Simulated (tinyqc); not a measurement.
Quantum-confined Stark effect in a modulator well: one step. Contrast at the operating point. Four cases, with inputs chosen for the exercise.

Problem. With a Gaussian line of half width G, the absorption at E_op = line(0) - dE is proportional to strength x exp(-ln2 ((E_op - line)/G)^2); continuum absorption is left out. Give it at both fields, relative to the zero-field peak.

Constants: hc = 1239.841984 eV nm.

Give: E_op; wavelength; absorption without and with the field.

Case 1.

Values chosen (out of a larger set: near those of a GaAs well in AlGaAs; not measured data): dE = 14 meV (operating point below the zero-field line); G = 10 meV (half width of the exciton line).

Results:
```
F (kV/cm),lam (angstrom),Eb (meV),line (eV),nm,overlap^2/lam^2 (1e-4/angstrom^2)
0.00,111.678,9.6825,1.446995,856.839,0.784858
65.00,115.850,9.2501,1.442176,859.702,0.610950
```

Solution.

E_op = 1.4330 eV
wavelength = 865.2 nm

absorption without and with the field: 0.26  0.43

The field changes the absorption by +0.18 of the zero-field peak. The zero-field tail still absorbs here, since dE is no more than 2G, which costs insertion loss.

Case 2.

Values chosen (out of a larger set: near those of a Ge well in SiGe, direct gap; not measured data): dE = 21 meV (operating point below the zero-field line); G = 4 meV (half width of the exciton line).

Results:
```
F (kV/cm),lam (angstrom),Eb (meV),line (eV),nm,overlap^2/lam^2 (1e-4/angstrom^2)
0.00,237.448,3.7347,0.871555,1422.563,0.177063
58.00,273.677,3.1487,0.852996,1453.515,0.050581
```

Solution.

E_op = 0.8506 eV
wavelength = 1457.7 nm

absorption without and with the field: 5.0e-09  0.22

The field changes the absorption by +0.22 of the zero-field peak. With dE above 2G the Gaussian tail at zero field is weak; real tails fall only exponentially and absorb more.

Case 3.

Values chosen (out of a larger set: near those of an InGaAs well in InAlAs; not measured data): dE = 47 meV (operating point below the zero-field line); G = 4 meV (half width of the exciton line).

Results:
```
F (kV/cm),lam (angstrom),Eb (meV),line (eV),nm,overlap^2/lam^2 (1e-4/angstrom^2)
0.00,195.617,4.9621,0.788296,1572.813,0.258507
114.00,257.594,3.5669,0.732578,1692.436,0.014012
```

Solution.

E_op = 0.7413 eV
wavelength = 1672.5 nm

absorption without and with the field: 2.7e-42  0.0020

The field changes the absorption by 0.00 of the zero-field peak. With dE above 2G the Gaussian tail at zero field is weak; real tails fall only exponentially and absorb more.

Case 4.

Values chosen (out of a larger set: near those of a GaAs well in AlGaAs; not measured data): dE = 9 meV (operating point below the zero-field line); G = 6 meV (half width of the exciton line).

Results:
```
F (kV/cm),lam (angstrom),Eb (meV),line (eV),nm,overlap^2/lam^2 (1e-4/angstrom^2)
0.00,123.388,8.3790,1.429569,867.284,0.645965
51.00,132.558,7.6620,1.422970,871.306,0.393524
```

Solution.

E_op = 1.4206 eV
wavelength = 872.8 nm

absorption without and with the field: 0.21  0.55

The field changes the absorption by +0.33 of the zero-field peak. The zero-field tail still absorbs here, since dE is no more than 2G, which costs insertion loss.

Computed by tinyqc, one run a case: `OMP_NUM_THREADS=1 python tinyqc.py N N+1 out.jsonl` with N = 1252581, 1280069, 1280083, 1280135; one thread of a shared Intel(R) Xeon(R) Processor @ 2.30GHz, about 0.2 s a run at most.
